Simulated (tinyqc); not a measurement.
From results back to parameters: conductance of a narrow metal strip with scatterers (square lattice, Green functions). Three cases, with inputs chosen for the exercise.

Problem. Boundaries with reflection R, a distance dg apart, add incoherently to the scattering in a one-dimensional channel: rho/rho0 = 1 + (lam/dg) R/(1 - R). The ratio comes from a hidden R.

Case 1.

Values chosen (out of a larger set: hopping and spacing of the size met in Cu or Al; the lattice is a model; not measured data): lam = 24 nm (bulk mean free path); dg = 37 nm (distance between boundaries).

rho/rho0 = 1.30525

Case 2.

Values chosen (out of a larger set: hopping and spacing of the size met in Cu or Al; the lattice is a model; not measured data): lam = 31 nm (bulk mean free path); dg = 16 nm (distance between boundaries).

rho/rho0 = 3.78811

Case 3.

Values chosen (out of a larger set: hopping and spacing of the size met in Cu or Al; the lattice is a model; not measured data): lam = 37 nm (bulk mean free path); dg = 18 nm (distance between boundaries).

rho/rho0 = 1.45122

Find: R; effective mean free path lam rho0/rho.

Solution. y = (rho/rho0 - 1) dg/lam = R/(1 - R), so R = y/(1 + y).

Case 1.

R = 0.320
effective mean free path lam rho0/rho = 18.39 nm

Case 2.

R = 0.590
effective mean free path lam rho0/rho = 8.18 nm

Case 3.

R = 0.180
effective mean free path lam rho0/rho = 25.50 nm

Computed by tinyqc, one run a case: `OMP_NUM_THREADS=1 python tinyqc.py N N+1 out.jsonl` with N = 1482529, 1482538, 1482566; one thread of a shared Intel(R) Xeon(R) Processor @ 2.30GHz, about 0.01 s a run at most.
